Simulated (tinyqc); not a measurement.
Model parameters from four stresses.

Inverse problem. The threshold shift of a transistor under bias-temperature stress follows dV = A (V/V0)^g exp[-(Ea q/kB)(1/T - 1/T0)] (t/1 s)^n. Find n, A, g and Ea.

Inputs (values chosen for the exercise):
- V0 = 1.5 V (reference stress voltage)
- T0 = 373 K (reference temperature)

Constants: q = 1.602176634e-19 C, kB = 1.380649e-23 J/K. Results are converted to the units shown.

dV at (V0, T0, 10 s), (V0, T0, 1000 s), (1.2 V, T0, 1000 s) and (V0, 398 K, 1000 s) (mV): 10.057937  22.004369  8.6195950  31.898032

Solution. Each pair differs in one condition, and the logarithm of its ratio gives one exponent.

n = 0.170
A = 6.80 mV
g = 4.20
Ea = 0.190 eV

Computed by the program tinyqc: `OMP_NUM_THREADS=1 python tinyqc.py 2070126 2070127 out.jsonl`, one thread of a shared Intel Xeon 2.30GHz, about 0.01 s for the whole run.
